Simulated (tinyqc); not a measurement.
# Gap and screening length from two transmissions

Inverse problem. At the source junction of a tunnel FET, T(w) = exp(-S), S = 2 pi lam sqrt(m/(C Eg)) [w + Eg/2 - sqrt(w (w + Eg))], C = hbar^2/(2 m0). Find Eg (between 0.1 and 3 eV) and lam.

Inputs (values chosen for the exercise):

| symbol | value | unit | meaning |
|---|---|---|---|
| m | 0.025 | m0 | band-edge mass of the two-band model |

Constants: q = 1.602176634e-19 C, hbar = 1.054571817e-34 J s, m0 = 9.1093837015e-31 kg, hbar^2/(2 m0) = 0.0380998212 eV nm^2. Results are converted to the units shown.

T(w) at w = 0.08 and 0.45 eV: [0.048499693, 0.33785200]

Answer. The ratio of the two exponents depends on Eg alone and falls steadily with it, which fixes Eg; either exponent then gives lam.

ratio of the two S = 2.789
Eg = 0.3470 eV
lam = 5.100 nm

Program tinyqc, `OMP_NUM_THREADS=1 python tinyqc.py 2620049 2620050 out.jsonl`; Intel Xeon 2.30GHz, shared host, one thread, about 0.01 s.
